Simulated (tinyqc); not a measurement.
A ladder of methods, and size consistency: correlation methods against full CI in the 6-311g basis, for H2, spin multiplicity 1. Computed by the program tinyqc with PySCF. All electrons correlated; +Q is the Davidson correction (1 - c0^2) E_corr. The last columns treat two copies 100 angstrom apart as one system. FCI is the lowest singlet.

Geometry (angstrom):
```
atom,x,y,z
H,0.0000,0.0000,0.0000
H,0.0000,0.0000,1.0430
```

RHF energy of one = -1.088885 hartree

Correlation energies (hartree):
```
method,E_corr of one,share of FCI (%),E_corr of two at 100 angstrom,two minus twice one (mhartree)
MP2,-0.021398,62.5203,-0.042796,0.0000
CISD,-0.034225,100.0000,-0.066337,2.1138
CISD+Q,-0.035355,103.3003,-0.070297,0.4127
CCSD,-0.034225,100.0000,-0.068451,0.0000
CCSD(T),-0.034225,100.0000,-0.068451,0.0000
FCI,-0.034225,100.0000,-,-
```

What does the comparison show, and why?

MP2 recovers 63 %, CISD 100.0 % and CCSD 100.0 % of the FCI value (c0^2 = 0.967 in CISD). MP2 and coupled cluster are size consistent, so their last column vanishes; CISD loses 2.11 mhartree, since a double excitation on each copy is a quadruple of the pair, and the Davidson correction leaves +0.41. With two electrons, or one virtual orbital, CISD and CCSD are exact for one copy, so +Q overshoots there.
